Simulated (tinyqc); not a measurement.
# Inputs raised by 2 %, one at a time

Model: correction of a charged-defect supercell by a model charge and potential alignment (plane-averaged potentials). Computed by tinyqc, a small Python program. Command: `OMP_NUM_THREADS=1 python tinyqc.py 3113238 3113239 out.jsonl align sens`. One thread of a shared host (Intel(R) Xeon(R) Processor @ 2.30GHz), about 0.02 s of CPU time with the checks.

The "true" defect charge is (1 - x) q in a Gaussian of width sigma plus x q in one of width sigma_t, so the exact answer is known; the correction sees only a single model Gaussian of width sigma_m. A Gaussian of width s has the transform rho(G) = exp(-G^2 s^2/2), normalised to 1. A uniform background cancels q, so G = 0 is left out. Potentials are those felt by a unit positive charge. E_0 is the formation energy of the isolated defect, E_cell its value in the supercell, E_lat = E_iso - E_per of the model charge, C the true less the model potential far from the defect; the exact correction is E_0 - E_cell, and the error of a scheme is E_cell plus its correction less E_0.

Inputs (values chosen for the exercise, with screening close to that of silicon):

| quantity | value | unit |
|---|---|---|
| defect charge q | 2 | e |
| dielectric constant eps | 11.7 | - |
| edge of the cubic cell L | 16.9 | angstrom |
| width sigma of the true defect charge | 1.5 | angstrom |
| width sigma_m of the model charge | 1 | angstrom |
| share x of the charge in a wide tail | 0 | - |
| width sigma_t of the tail | 2.9 | angstrom |
| formation energy of the isolated defect E_0 | 2.02 | eV |

Constants: e^2/(4 pi eps_0) = 14.39964548 eV angstrom.

Method:
- Periodic energy E_per = (2 pi q^2/(eps L^3)) (e^2/(4 pi eps_0)) sum_(G != 0) rho(G)^2/G^2, G = (2 pi/L)(n1, n2, n3), |n_i| <= 16. Isolated energy: two Gaussians of charges q_a, q_b and widths a, b interact by q_a q_b (e^2/(4 pi eps_0 eps)) sqrt(2/pi)/sqrt(a^2 + b^2), and the self-energy is half the sum over pairs.
- Supercell value E_cell = E_0 + E_per - E_iso for the true charge.
- E_lat = E_iso - E_per for the model charge; point-charge value alpha q^2 e^2/(4 pi eps_0 eps 2 L) with alpha = 2.837297.
- Plane-averaged potential at distance z from the defect: V(z) = (4 pi q/(eps L^3)) (e^2/(4 pi eps_0 e)) sum_(m != 0) rho(G_m) cos(G_m z)/G_m^2, G_m = 2 pi m/L, |m| <= 40.
- C = difference at z = L/2; E_corr = E_cell + E_lat - q C. For charges that have died out at L/2, C = (2 pi q/(eps L^3)) (e^2/(4 pi eps_0 e)) (<s^2> - sigma_m^2), <s^2> = (1 - x) sigma^2 + x sigma_t^2.

Runs:

| input moved | from | to | exact correction (eV) | E_lat (eV) | alignment C (V) | error with the point-charge term alone (meV) |
|---|---|---|---|---|---|---|
| base run | - | - | 0.3988 | 0.4068 | 0.004005 | 14.42 |
| dielectric constant eps | 11.7 | 11.934 | 0.3910 | 0.3989 | 0.003927 | 14.14 |
| edge of the cubic cell L (angstrom) | 16.9 | 17.238 | 0.3916 | 0.3991 | 0.003774 | 13.59 |
| width sigma of the true defect charge (angstrom) | 1.5 | 1.53 | 0.3982 | 0.4068 | 0.004296 | 15.00 |
| width sigma_m of the model charge (angstrom) | 1 | 1.02 | 0.3988 | 0.4066 | 0.003876 | 14.42 |
| width sigma_t of the tail (angstrom) | 2.9 | 2.958 | 0.3988 | 0.4068 | 0.004005 | 14.42 |

Exponents ln(y'/y) / ln(x'/x):

| input | exact correction | E_lat | alignment C | error with the point-charge term alone |
|---|---|---|---|---|
| dielectric constant eps | -1.000 | -1.000 | -1.000 | -1 |
| edge of the cubic cell L | -0.929 | -0.969 | -3.000 | -3 |
| width sigma of the true defect charge | -0.074 | 0.000 | 3.545 | 2 |
| width sigma_m of the model charge | 0.000 | -0.032 | -1.659 | 0 |
| width sigma_t of the tail | 0.000 | 0.000 | 0.000 | 0 |

Which inputs matter most for each result?

Among the inputs moved here: exact correction answers most in size to dielectric constant eps (exponent -1.000), next to edge of the cubic cell L (-0.929); its exponent is below 0.0005 for width sigma_m of the model charge, width sigma_t of the tail. Its exponent -1.000 in dielectric constant eps: all terms are screened alike. E_lat answers most in size to dielectric constant eps (exponent -1.000), next to edge of the cubic cell L (-0.969); its exponent is below 0.0005 for width sigma of the true defect charge, width sigma_t of the tail. Alignment C answers most in size to width sigma of the true defect charge (exponent +3.545), next to edge of the cubic cell L (-3.000); its exponent is below 0.0005 for width sigma_t of the tail. Its exponent -3.000 in edge of the cubic cell L: a second moment over the volume. Error with the point-charge term alone answers most in size to edge of the cubic cell L (exponent -3.000), next to width sigma of the true defect charge (+2.000); its exponent is below 0.0005 for width sigma_m of the model charge, width sigma_t of the tail. Its exponent -3.000 in edge of the cubic cell L: the next term after the point charge.
